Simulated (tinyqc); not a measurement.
Quantum point contact as a saddle point with Zeeman splitting: one step of the calculation.

Potential V0 - m wx^2 x^2/2 + m wy^2 y^2/2; energies are counted from V0. Mode n = 0, 1, ... transmits T_n(E) = 1/(1 + exp(-2 pi (E - E_n)/wx)), E_n = wy (n + 1/2) +/- Ez/2 for the two spins, Ez = gs muB B, muB = q hbar/(2 m0); each spin carries q^2/h.

Problem. Thermal average on a coarse grid. g(T) = int g(E) (-df/dE) dE = int g(mu + x kB T) dx/(4 cosh^2(x/2)), g(E) the zero-temperature value at E, g = G/(2 q^2/h). Simpson's rule on nE equally spaced x from -xm to xm.

Values chosen for this exercise:
```
symbol  value  unit                             meaning
T         0.1     K                         temperature
wy        5.2   meV          transverse quantum hbar wy
wx        2.3   meV    curvature of the barrier hbar wx
mu      17.59   meV  Fermi level above the saddle point
gs        3.4                      size of the g factor
B           1     T             in-plane magnetic field
nE         13                 points of the energy grid
xm          8            half-range of the grid in kB T
```

Constants: q = 1.602176634e-19 C, kB = 1.380649e-23 J/K, hbar = 1.054571817e-34 J s, m0 = 9.1093837015e-31 kg, Vt = kB T/q. Results are converted to the units shown.

Find: x; E; g(E); weight; integral of the weight; g(T); g(T) divided by the integral of the weight.

Solution.

| point | x | E (meV) | g(E) | weight |
|---|---|---|---|---|
| 0 | -8.000 | 17.52 | 3.138 | 0.0003 |
| 1 | -6.667 | 17.53 | 3.142 | 0.0013 |
| 2 | -5.333 | 17.54 | 3.146 | 0.0048 |
| 3 | -4.000 | 17.56 | 3.150 | 0.0177 |
| 4 | -2.667 | 17.57 | 3.154 | 0.0607 |
| 5 | -1.333 | 17.58 | 3.158 | 0.1651 |
| 6 | 0.000 | 17.59 | 3.162 | 0.2500 |
| 7 | 1.333 | 17.60 | 3.166 | 0.1651 |
| 8 | 2.667 | 17.61 | 3.171 | 0.0607 |
| 9 | 4.000 | 17.62 | 3.175 | 0.0177 |
| 10 | 5.333 | 17.64 | 3.180 | 0.0048 |
| 11 | 6.667 | 17.65 | 3.184 | 0.0013 |
| 12 | 8.000 | 17.66 | 3.189 | 0.0003 |

integral of the weight = 0.9933
g(T) = 3.141
g(T) divided by the integral of the weight = 3.162

Range of the model: Orbital effects of the in-plane field and interactions (such as the 0.7 feature) are left out.

Numbers from tinyqc (`OMP_NUM_THREADS=1 python tinyqc.py 2740019 2740020 out.jsonl`; about 0.02 s on one thread of a shared Intel Xeon 2.30GHz).
